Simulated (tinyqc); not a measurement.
Gaussian against the exact two-step profile: two-step dopant diffusion (predeposition and drive-in) with a constant diffusivity. Computed by tinyqc, a small Python program. Command: `OMP_NUM_THREADS=1 python tinyqc.py 3028502 3028503 out.jsonl dopdiff walk`. One thread of a shared host (Intel(R) Xeon(R) Processor @ 2.30GHz), about 0.06 s of CPU time with the checks.

Fick diffusion into a half space x > 0 whose background doping C_B is of the opposite type, so that a junction lies where C = C_B.

Inputs (values chosen for the exercise, modelled on antimony in silicon): prefactor D0 = 4.98 cm^2/s; activation energy E = 3.92 eV; surface concentration C_s = 3e+19 1/cm^3; background doping C_B = 3.3e+16 1/cm^3; predeposition temperature T1 = 925 C; predeposition time t1 = 60 min; drive-in temperature T2 = 1175 C; drive-in time t2 = 20 min; ramp rate = 10 C/min; stand-by temperature = 700 C.

Furnace ramps of the drive-in: linear ramps.

Constants: k_B = 8.617333262e-05 eV/K.

Method:
- D = D0 exp(-E/(k_B T)).
- Temperatures in kelvin are T(C) + 273.15.
- Times in seconds are 60 times the minutes.
- One ramp between the stand-by temperature and T2 adds int D dT / rate (40-point Gauss-Legendre); the usual estimate counts it as an extra time k_B T2^2/(E rate) at T2. (Dt)2 = D2 t2 + two ramps, times in seconds.
- C = C_s erfc(x/(2 sqrt(D1 t1))); dose Q = 2 C_s sqrt(D1 t1/pi); the junction solves erfc(z) = C_B/C_s with x_j = 2 z sqrt(D1 t1).
- With a sealed surface and a thin source, C = Q/sqrt(pi (Dt)2) exp(-x^2/(4 (Dt)2)); x_j = 2 sqrt((Dt)2 ln(C(0)/C_B)); gradient at the junction |dC/dx| = C_B x_j/(2 (Dt)2).
- Exact two-step profile: C = (2 C_s/pi) int_0^alpha exp(-beta (1 + u^2))/(1 + u^2) du with alpha = sqrt(D1 t1/(Dt)2), beta = x^2/(4 (D1 t1 + (Dt)2)).
- The integral takes 48 Gauss-Legendre points; solve C(x) = C_B.
- Gaussian: C = Q/sqrt(pi (Dt)2) exp(-x^2/(4 (Dt)2)).
- Depths are fractions of the Gaussian x_j.

surface concentration C(0) (Gaussian) = 1.04234e+18 1/cm^3

junction depth x_j = 0.519423 um

drive-in budget (Dt)2 = 1.95354e-10 cm^2

product D1 t1 = 5.81884e-13 cm^2

exact junction depth = 0.519864 um

Profiles:
```
x/x_j   x (um)  Gaussian (1/cm^3)  exact (1/cm^3)   ratio
0.0    0.00000         1.0423e+18      1.0413e+18  1.0010
0.2    0.10388         9.0788e+17      9.0723e+17  1.0007
0.4    0.20777         5.9991e+17      5.9998e+17  0.9999
0.6    0.31165         3.0074e+17      3.0118e+17  0.9985
0.8    0.41554         1.1438e+17      1.1476e+17  0.9966
1.0    0.51942         3.3000e+16      3.3194e+16  0.9942
1.2    0.62331         7.2233e+15      7.2876e+15  0.9912
```

What follows from these numbers?

With D1 t1/(Dt)2 = 0.0030, the Gaussian is 0.099 % high at the surface and 0.58 % low at its own junction; the exact junction lies at 0.5199 um, 0.085 % deeper. The dose is the same, but the real source already has a width, which is negligible here. Caution: C_s exceeds the intrinsic carrier density of silicon at the predeposition temperature (2e18 to 1e19 per cm^3), where real diffusivities rise with concentration and profiles turn box-like.
